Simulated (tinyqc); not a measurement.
Boltzmann transport in a parabolic band with a power-law relaxation time, step by step. Values are carried at full precision from step to step, so a last printed digit may differ when a step is redone from the rounded ones.

F_j(eta) = (1/Gamma(j + 1)) integral_0^infinity x^j dx/(1 + exp(x - eta)), which tends to exp(eta) for eta << 0.

n = N F_1/2(eta) with N = 2 (m kB T/(4 pi c))^(3/2) with c = hbar^2/2m0, in 1/angstrom^3; times 1e24 for 1/cm^3, m = md.

Constants: hbar^2/2m0 = 3.80998211 eV angstrom^2; kB = 8.617333262e-05 eV/K.

Parameters, chosen for this exercise (masses near those of Ge; tau0 is set for a mobility of the usual size at this n, kL is a free input; freeze-out and phonon drag, which matter near 77 K, are left out; not measured data): n = 1.1e+18 1/cm^3 (electron density); md = 0.561 m0 (density-of-states mass); T = 200 K; r = -0.5 (exponent of tau); tau0 = 110 fs (tau at E = kT); mc = 0.1222 m0 (conductivity mass); kL = 31 W/(m K) (lattice thermal conductivity).

## Reduced Fermi level

Solve for eta.

N = 5.740e+18 1/cm^3
eta = -1.5845

## Integrals for r = -0.5 (acoustic phonons)

tau = tau0 x^r with x = E/kT. With K_j = Gamma(j + 1) F_j(eta): <tau> = tau0 (r + 3/2) K_(r+1/2)/((3/2) K_(1/2)); mu = <tau>/(mc m0/e), m0/e = 5.685630e-12 kg/C; Hall factor rH = (3/2) K_(1/2) (2r + 3/2) K_(2r+1/2)/((r + 3/2) K_(r+1/2))^2; Seebeck S = -(kB/e) [(r + 5/2) K_(r+3/2)/((r + 3/2) K_(r+1/2)) - eta]; Lorenz number L = (kB/e)^2 [(r + 7/2) K_(r+5/2)/((r + 3/2) K_(r+1/2)) - ((r + 5/2) K_(r+3/2)/((r + 3/2) K_(r+1/2)))^2]; kB/e in V/K. Valley anisotropy is left out of rH.

Evaluate F_j and K_j for j = 1/2, r + 1/2, r + 3/2, r + 5/2 and 2r + 1/2 (each value once).

F_j and K_j:
```
j         F_j      K_j
0.5   0.19165  0.16985
0.0   0.18652  0.18652
1.0   0.19540  0.19540
2.0   0.20009  0.40018
-0.5  0.17955  0.31824
```

## Transport coefficients

Form the ratios; u is the mean energy carried, in kT.

<tau>/tau0 = 0.732
rH = 1.165
u = 2.095
S = -317.1 microvolt/K
L = 1.520 1e-8 W ohm/K^2

The non-degenerate limits are rH = 1.178, u = r + 5/2 = 2 and L = (r + 5/2)(kB/e)^2 = 1.485; the degenerate ones are rH = 1 and L = 2.443.

## Mobility, conductivity and figure of merit

mu = <tau>/(mc m0/e) with m0/e = 5.685630e-12 kg/C; sigma = e n mu, e = 1.602176634e-19 C; Hall mobility rH mu; power factor S^2 sigma; ZT = S^2 sigma T/(kL + L sigma T), all in SI units.

mu = 1.16e+03 cm^2/(V s)
Hall mobility = 1.35e+03 cm^2/(V s)
sigma = 204 S/cm
power factor = 2.05 mW/(m K^2)
electronic thermal conductivity = 0.0621 W/(m K)
ZT = 0.013

A Hall measurement read with rH = 1 would give a density of 9.44e+17 1/cm^3. Electrons carry 0.2 % of the heat.

## Checks

- Seebeck coefficient against direct integration over -df/dE (microvolt/K): both -317.1.

tinyqc: `OMP_NUM_THREADS=1 python tinyqc.py 1682005 1682006 out.jsonl`; about 0.01 s, one thread, shared Intel(R) Xeon(R) Processor @ 2.30GHz.
